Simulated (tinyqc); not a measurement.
What moves the exposure: standing waves and exposure in a photoresist film.

Normal incidence from air. Unexposed resist: N1 = n1 + i k1 with k1 = (A + B) lam/(4 pi), lam in micrometres. r01 = (1 - N1)/(1 + N1), t01 = 2/(1 + N1). Below the resist lie the layer Na = na + i ka and the substrate Ns = ns + i ks: r12 = (r1a + ras x)/(1 + r1a ras x), x = exp(4 pi i Na da/lam), r1a = (N1 - Na)/(N1 + Na), ras = (Na - Ns)/(Na + Ns). With p = exp(2 pi i N1 d/lam), the field at depth z is E(z) = t01 [exp(2 pi i N1 z/lam) + r12 p^2 exp(-2 pi i N1 z/lam)]/(1 + r01 r12 p^2), the relative intensity I(z) = n1 |E(z)|^2 and the reflectance R = |(r01 + r12 p^2)/(1 + r01 r12 p^2)|^2.

Parameters, chosen for this exercise (a resist on Al, indices near tabulated ones; not measured data): lam = 193 nm (vacuum wavelength); n1 = 1.726 (resist index); A = 0.06 1/micrometre (bleachable absorption (Dill A)); B = 0.32 1/micrometre (fixed absorption (Dill B)); d = 241 nm (resist thickness); ns = 0.11 (substrate n); ks = 2.207 (substrate k); na = 1.773 (n of the bottom antireflection layer); ka = 0.307 (its k); da = 51 nm (its thickness).

The mean of I is over 800 depths.

One parameter was then changed.

Results before and after:
```
case     |r12|^2       R  mean I  I at the bottom
base      0.1434  0.0107  1.2346           0.7723
changed   0.0996  0.0017  1.1531           0.7999
```

Which of these changes was made? (a) ka = 0.399; (b) ks = 1.986; (c) d = 251 nm; (d) n1 = 1.743; (e) da = 61 nm; (f) B = 0.52 1/micrometre.

Answer: (a) ka = 0.399. Of the candidates, run in turn, only this one gives the changed row.

All candidates:
```
case                   |r12|^2       R  mean I  I at the bottom
base                    0.1434  0.0107  1.2346           0.7723
d = 251 nm              0.1434  0.0926  1.1495           0.7031
n1 = 1.743              0.1418  0.0079  1.2415           0.7818
B = 0.52 1/micrometre   0.1428  0.0077  1.1865           0.7284
ks = 1.986              0.1436  0.0084  1.2410           0.8319
da = 61 nm              0.0966  0.0429  1.1156           1.2430
ka = 0.399              0.0996  0.0017  1.1531           0.7999
```

tinyqc: `OMP_NUM_THREADS=1 python tinyqc.py 1652580 1652581 out.jsonl`; about 0.01 s, one thread, shared Intel(R) Xeon(R) Processor @ 2.30GHz.
